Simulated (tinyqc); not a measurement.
Band bending at a free surface with one surface level, surface photovoltage and Kelvin probe: two steps of the calculation.

n-type bulk, xi = Ec - EF = Vt ln(Nc/Nd), p0 = ni^2/Nd, ni = sqrt(Nc Nv) exp(-Eg/(2 Vt)), Eg in volts. b is the upward band bending, u = b/Vt. Space charge per area, in units of q: Qc = sign(b) sqrt((2 eps0 eps_r Vt/q) [(Nd + dn)(exp(-u) - 1) + Nd u + (p0 + dn)(exp(u) - 1)]), with dn the excess density under light (flat quasi-Fermi levels; 0 in the dark). The level holds -Ns f, f = 1/(1 + exp((xi + b - Es)/Vt)). Neutrality: Qc + Qf + (charge of the states) = 0.

Values chosen for this exercise; band and dielectric values close to those of germanium:

| symbol | value | unit | meaning |
|---|---|---|---|
| T | 300 | K | temperature |
| Eg | 0.652 | eV | band gap |
| eps_r | 15.9 |  | relative permittivity |
| Nc | 1.03e19 | cm^-3 | conduction-band density of states at T |
| Nv | 6e18 | cm^-3 | valence-band density of states at T |
| Nd | 5.3e17 | cm^-3 | donor density |
| Qf | 0 | cm^-2 | fixed positive charge at the surface |
| Ns | 1.9e12 | cm^-2 | density of an acceptor-like surface level |
| Es | 0.29 | eV | its depth below the conduction edge |
| dn | 1.5e14 | cm^-3 | excess carrier density under light |

Constants: q = 1.602176634e-19 C, kB = 1.380649e-23 J/K, Vt = kB T/q, eps0 = 8.8541878128e-14 F/cm where lengths are in cm. Results are converted to the units shown.

Task 1. Charges against band bending. Evaluate Qc, the surface charge Qf - Ns f and their sum in the dark; the root lies where the sum changes sign.

b, point 0 to 6 (V): 0.059  0.098  0.137  0.176  0.215  0.255  0.294

Give: Qc; surface charge; sum.

Result 1.

```
point  Qc (cm^-2)  surface charge (cm^-2)  sum (cm^-2)
0       5.7734e11              -1.8952e12   -1.3178e12
1       8.2306e11              -1.8783e12   -1.0552e12
2       1.0181e12              -1.8056e12   -7.8756e11
3       1.1827e12              -1.5369e12   -3.5416e11
4       1.3273e12              -9.1871e11    4.0862e11
5       1.4609e12              -3.1569e11    1.1453e12
6       1.5804e12              -8.0216e10    1.5002e12
```

The sum rises steadily with b, so there is one root; bisection gives b = 0.19588 V.

Task 2. Surface photovoltage. Under chopped light the surface charge keeps its dark value, so b falls to bL with Qc(bL, dn) = Qc(b, 0); the photovoltage is b - bL. Qc rises with b, so bL follows by bisection.

converged b = 0.19587728 V

Wanted: bL; photovoltage; share of b removed; excess holes at the surface, dn exp(bL/Vt).

Result 2.

bL = 0.18610 V
photovoltage = 9.7781 mV
share of b removed = 4.9920 %
excess holes at the surface, dn exp(bL/Vt) = 2.0064e17 cm^-3

Program tinyqc, `OMP_NUM_THREADS=1 python tinyqc.py 2430085 2430086 out.jsonl`; Intel Xeon 2.30GHz, shared host, one thread, about 0.01 s.
